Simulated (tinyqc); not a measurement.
# Signal and retention of a DRAM cell: effects of single changes

A stored one starts at Vd and leaks: Cs dV/dt = -I(V), I = a sqrt((V + Vb)/(Vd + Vb)) + b, with a = Ig exp[-(Eg1 q/kB)(1/T - 1/T0)] (generation in a depletion layer) and b = Is exp[-(Es q/kB)(1/T - 1/T0)]. The bit line is precharged to Vd/2, and charge sharing gives the signal (V - Vd/2) Cs/(Cs + Cb).

Parameters, values chosen for the exercise: array voltage Vd = 1.3 V; cell capacitance Cs = 21 fF; bit-line capacitance Cb = 72 fF; smallest signal that the sense amplifier resolves dm = 44 mV; built-in plus back-bias voltage of the storage junction Vb = 1.35 V; junction leakage at V = Vd and T0 Ig = 3.3 fA; voltage-independent leakage at T0 Is = 0.089 fA; activation energy of Is Es = 0.38 eV; reference temperature T0 = 358 K; temperature T = 358 K; deviation of ln(retention time) over the cells sg = 0.96; cells Nc = 8.59e9; refresh interval tr = 64 ms; activation energy of Ig Eg1 = 0.59 eV.

Constants: q = 1.602176634e-19 C, kB = 1.380649e-23 J/K. Results are converted to the units shown.

Each table varies one quantity; the others keep the values above.

## Failing cells against the refresh interval

The cell fails below Vc = Vd/2 + dm (Cs + Cb)/Cs. With s = sqrt((Vc + Vb)/(Vd + Vb)), the time from Vd to Vc is t = [2 Cs (Vd + Vb)/a] [1 - s - (b/a) ln((a + b)/(a s + b))]. This time is the median of a log-normal spread: failing cells = Nc erfc(z/sqrt 2)/2, z = ln(t/tr)/sg.

Failing cells against the refresh interval:
```
tr (ms)       z  failing cells
16        5.434          236.5
32        4.712        1.053e4
64        3.990        2.837e5
128       3.268        4.651e6
256       2.546        4.680e7
512       1.824        2.927e8
1024      1.102        1.162e9
2048     0.3799        3.024e9
```

What does the comparison show?

Doubling the interval lowers z by ln 2/sg = 0.722 and multiplies the count by 44.5 between the first two rows and by 2.60 between the last two. It is above 1 in every row.

## Effect of the cell capacitance

Same model as above.

Result of one run:
```
Cs (fF)  Vc (V)  retention time (s)  failing cells
28       0.8071               4.275        5.172e4
```

What becomes of these results when the cell capacitance Cs is changed from 28 to 24 fF, all else the same?

Result of the changed run:
```
Cs (fF)  Vc (V)  retention time (s)  failing cells
24       0.8260               3.517        1.288e5
```

The whole series:
```
Cs (fF)  Vc (V)  retention time (s)  failing cells
8         1.090              0.5057        1.345e8
12       0.9580               1.252        8.390e6
16       0.8920               2.004        1.433e6
20       0.8524               2.760        3.787e5
24       0.8260               3.517        1.288e5
28       0.8071               4.275        5.172e4
32       0.7930               5.034        2.337e4
```

The retention time rises from 0.506 to 5.03 s, as Cs^(2.24) between the first two rows and Cs^(1.22) between the last two: faster than Cs, because the margin Vd - Vc grows too. It vanishes at Cs = 5.23 fF, where even a fresh one gives only dm.

Range of the model: Real arrays also hold a tail of unusually leaky cells and cells whose retention varies in time, which this model lacks.

tinyqc, about 0.01 s, one thread, Intel Xeon 2.30GHz (shared host): `OMP_NUM_THREADS=1 python tinyqc.py 2130118 2130119 out.jsonl`
